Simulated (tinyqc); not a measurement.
# Length offset and series resistance from crossing lines

Question. R_total = Rs + k (L - dL)/Vo with constant Rs, dL and k. Find k, dL and Rs.

R_total at (L, Vo) = (50, 0.41), (100, 0.41), (50, 0.74) and (100, 0.74), L in nm and Vo in V (ohm um): [727.24390, 1129.6829, 576.85135, 799.82432]

Answer. At each overdrive R is a straight line in L with slope k/Vo; the two lines cross at L = dL, R = Rs.

k = 3.30 ohm um V/nm
dL = 8.10 nm
Rs = 390 ohm um

Computed by the program tinyqc: `OMP_NUM_THREADS=1 python tinyqc.py 2282118 2282119 out.jsonl`, one thread of a shared Intel Xeon 2.30GHz, about 0.03 s for the whole run.
